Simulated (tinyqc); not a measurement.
Wafer bonding and layer transfer: bond energy, gap closing, particles, bonding of dissimilar wafers and hydrogen blisters: one step, computed by the program tinyqc. Command: `OMP_NUM_THREADS=1 python tinyqc.py 3027199 3027200 out.jsonl bond walk`. One thread of a shared host (Intel(R) Xeon(R) Processor @ 2.30GHz), about 0.01 s of CPU time with the checks.

gamma is the energy per area of each of the two surfaces; plates are isotropic, and both wafers have E1 and t1.

Task: Bond energy from the blade test. Two cantilevers opened by t_b: gamma = 3 t_b^2 E1 t1^3 E2 t2^3/(16 L^4 (E1 t1^3 + E2 t2^3)).

Inputs (values chosen for the exercise, with wafer 1 close to silicon): Young's modulus E1 = 155 GPa; thickness t1 = 775 micrometre; blade thickness t_b = 50 micrometre; crack length L = 17.1 mm.

Pair: two equal wafers.

Give: bond energy gamma.

Result:

bond energy gamma = 0.19777 J/m^2

An error of 5 % in L changes gamma by about 20 %. This is the level of van der Waals or hydrogen bonds, as after contact at room temperature.
